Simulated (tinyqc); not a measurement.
From results back to parameters: eight-band Kane k.p model.

Problem. In the Kane model 1/m = A_r + Ep (Eg + 2 Dso/3)/(Eg (Eg + Dso)) and the Roth formula gives g* = 2 - 2 Ep Dso/(3 Eg (Eg + Dso)). The mass and the g factor below were computed from hidden Ep and Dso.

Parameters, chosen for this exercise (out of a larger set: near those of GaSb; not measured data): Eg = 0.808 eV (gap at Gamma to the s-like level); A_r = 0 (remote-band term in 1/m).

m = 0.0358206 m0
g* = -8.75035

Find: X; Y; Ep; Dso.

Solution. Let X = 1/m - A_r and Y = (2 - g*)/2. Then X + Y = Ep/Eg and X - 2 Y = Ep/(Eg + Dso).

X = 27.917
Y = 5.375
Ep = 26.90 eV
Dso = 0.759 eV

tinyqc: `OMP_NUM_THREADS=1 python tinyqc.py 1081583 1081584 out.jsonl`; about 0.01 s, one thread, shared Intel(R) Xeon(R) Processor @ 2.30GHz.
